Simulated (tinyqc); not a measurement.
Which pair of peaks is best: composition and strain of an epitaxial Si(1-x)Ge(x) layer from Raman and X-ray peaks. Computed by tinyqc, a small Python program. Command: `OMP_NUM_THREADS=1 python tinyqc.py 3025911 3025912 out.jsonl epiraman walk`. One thread of a shared host (Intel(R) Xeon(R) Processor @ 2.30GHz), about 0.01 s of CPU time with the checks.

A (001) layer, biaxially strained in the plane. The Raman peaks follow empirical lines omega = w0 + c1 x + c3 x^3 + b eps (c3 for Si-Ge alone), with eps the in-plane strain.

Inputs (values chosen for the exercise, modelled on silicon-germanium): Ge fraction x = 0.11; Si-Si: c1 = -63.7 1/cm; Si-Si: strain coefficient b = -737 1/cm; Si-Ge: c1 = 23.5 1/cm; Si-Ge: c3 = -36.1 1/cm; Si-Ge: strain coefficient b = -560 1/cm; Ge-Ge: c1 = 19.9 1/cm; Ge-Ge: strain coefficient b = -479 1/cm; uncertainty of a Raman peak = 0.1 1/cm.

Substrate: silicon.

Method. For each pair invert J = [d omega/dx, d omega/d eps] at the true x. Independent errors of the given size in both peaks give sigma_x and sigma_eps = uncertainty x (norm of the rows of the inverse of J).

Error propagation:
```
pair               det J    sigma_x  sigma_eps (per mille)
Si-Si and Si-Ge   52.026  0.0017792                0.12966
Si-Si and Ge-Ge  45.1786  0.0019456                0.14772
Si-Ge and Ge-Ge  0.51520    0.14304                 5.7853
```

What does the comparison show, and why?

The pair Si-Si and Si-Ge fixes x best (sigma_x = 0.0018) and Si-Ge and Ge-Ge worst (0.14), a factor 80. Strain moves all peaks the same way, so a good pair needs different ratios of composition slope to strain coefficient, best of opposite sign; the slopes here are -63.7, 22.2 and 19.9 per cm for Si-Si, Si-Ge and Ge-Ge. Errors in the coefficients themselves are not counted.

Extremes, crossings and ranges named in words are read from the listed rows.
